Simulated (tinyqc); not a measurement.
Worked calculation: electron-beam lithography: double-Gaussian proximity function, edge placement and dose correction for parallel lines. Computed by tinyqc, a small Python program that keeps every step. Command: `OMP_NUM_THREADS=1 python tinyqc.py 3112830 3112831 out.jsonl proximity walk`. One thread of a shared host (Intel(R) Xeon(R) Processor @ 2.30GHz), about 0.01 s of CPU time with the checks. Intermediate numbers are printed to about 7 digits and carried at full precision; extremes and crossings named in words are read from the listed rows.

Lines are infinitely long. Absorbed energy is counted so that the middle of a very large area written at dose 1 receives 1; the resist develops where it exceeds 1/2.

Inputs (values chosen for the exercise, of the order of those for 50 keV electrons in resist on silicon):
```
quantity                              value               unit
forward range alpha                   0.009         micrometre
backscatter range beta                  9.5         micrometre
backscatter ratio eta                  0.94                  -
base dose D0                             44  microcoulomb/cm^2
beam current                            1.3                 nA
pixel size                                2                 nm
width of the test line                0.043         micrometre
pattern density around the test line  0.068                  -
```

line widths (micrometre): 1.6  0.038  1.7  0.074

gaps between the lines (micrometre): 0.16  2.3  0.088

Constants: e = 1.602176634e-19 C.

## Layout

The first line starts at x = 0; each next one starts after the width and the gap.

Lines (micrometre):
```
line  left edge  right edge  centre
1         0.000       1.600   0.800
2         1.760       1.798   1.779
3         4.098       5.798   4.948
4         5.886       5.960   5.923
```

## Interaction matrix

f(r) = [exp(-r^2/alpha^2)/alpha^2 + eta exp(-r^2/beta^2)/beta^2]/(pi (1 + eta)). A line from a to b at dose d gives E(x) = d [S(alpha) + eta S(beta)]/(1 + eta), S(s) = [erf((b - x)/s) - erf((a - x)/s)]/2. M_ij is the mean of E at the two edges of line i from line j at dose 1.

M:
```
           1          2          3          4
1  0.3033416  0.0010744  0.0401846  0.0015873
2  0.0454496  0.2588254  0.0436766  0.0017604
3  0.0378066  0.0009723  0.3061337  0.0020906
4  0.0343890  0.0009040  0.0482794  0.2598613
```

## Dose correction

Uncorrected edge energies are M 1. Solve M d = 1/2 for the doses d that put the mean edge energy of every line at the threshold.

edge energies at dose 1: 1 0.3461880, 2 0.3497120, 3 0.3470031, 4 0.3434338

corrected doses: 1 1.444810, 2 1.425106, 3 1.440345, 4 1.460344

largest over smallest dose = 1.024726

Line 4 needs the most and line 2 the least; a narrow isolated line much wider than alpha would need 1 + eta = 1.94.

## Printed widths

Edges are the roots of E(x) = 1/2 between a line centre and the middle of the next gap. Three cases: dose 1 everywhere; one common dose equal to the mean of d; the corrected doses.

Width error, printed less drawn (nm):
```
line  drawn width (nm)     dose 1   mean dose  corrected
1                 1600  -10.64106  -0.0244905   2.30e-05
2                   38  -10.33305   0.1936106          0
3                 1700  -10.56939   0.0259571   1.90e-05
4                   74  -10.88300  -0.1949875   2.00e-06
```

With the common mean dose the errors span 0.4 nm. With corrected doses the largest error is below 0.01 nm.

## Dose to size and latitude

A test line of width w << beta in surroundings of density rho, all at dose d: near its edge E(x) = d [S + eta rho]/(1 + eta), S = [erf((b - x)/alpha) - erf((a - x)/alpha)]/2 for edges a and b, the second term being the background energy. Dose to size d_s = (1 + eta)/(erf(w/alpha) + 2 eta rho), dose = d_s D0; edge slope d [1 - exp(-w^2/alpha^2)]/(sqrt(pi) alpha (1 + eta)); width change per 1 % of dose = 2 x 0.01 x (1/2)/slope.

dose to size d_s = 1.720102

dose = 75.68449 microcoulomb/cm^2

edge slope = 0.05558211 1/nm

width change per 1 % of dose = 0.1799140 nm

background energy = 0.05667471

The background supplies 11 % of the threshold.

## Shot noise and writing time

With dose = d_s D0: electrons per pixel N = dose x pixel area/e; relative noise 1/sqrt(N); time per cm^2 of pattern area = dose x density/current; pixel rate = current/(dose x pixel area).

electrons per pixel = 18.89542

shot noise = 23.00497 %

writing time per cm^2 = 1.099689 h

pixel rate = 429.4142 MHz

Checks made by the program: corrected edge energies (relative difference below 1e-10).
